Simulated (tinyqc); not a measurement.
Band offsets from two capacitances.

Question. A p-n heterojunction (1: p-type, 2: n-type) in the depletion approximation obeys 1/C^2 = 2 (er1 N1 + er2 N2)(Vbi - V)/(q eps0 er1 er2 N1 N2), with Vbi = dEc + Eg1 - Vt ln(Nc2 Nv1/(N1 N2)), dEc = Ec2 - Ec1 and dEv = Eg2 - Eg1 - dEc. Find N2, Vbi, dEc and dEv.

Values chosen for this exercise; band and dielectric values those of a made-up pair:

| symbol | value | unit | meaning |
|---|---|---|---|
| T | 300 | K | temperature |
| Eg1 | 1.52 | eV | band gap of material 1 |
| er1 | 12.4 |  | relative permittivity of material 1 |
| Nv1 | 1.07e19 | cm^-3 | valence-band density of states of material 1 |
| Eg2 | 0.801 | eV | band gap of material 2 |
| er2 | 15.4 |  | relative permittivity of material 2 |
| Nc2 | 2.16e17 | cm^-3 | conduction-band density of states of material 2 |
| N1 | 3.7e16 | cm^-3 | acceptor density of material 1 |

Constants: q = 1.602176634e-19 C, kB = 1.380649e-23 J/K, Vt = kB T/q, eps0 = 8.8541878128e-14 F/cm where lengths are in cm. Results are converted to the units shown.

C at V = -0.6 and -5.2 V (nF/cm^2): 32.915633  16.246395

Answer. The slope of 1/C^2 against -V is (2/(q eps0)) (1/(er2 N2) + 1/(er1 N1)), which gives N2; the intercept is Vbi, and the offsets follow.

N2 = 2.900e16 cm^-3
Vbi = 0.8816 V
dEc = -0.4400 eV
dEv = -0.2790 eV

Computed by the program tinyqc: `OMP_NUM_THREADS=1 python tinyqc.py 2040164 2040165 out.jsonl`, one thread of a shared Intel Xeon 2.30GHz, about 0.03 s for the whole run.
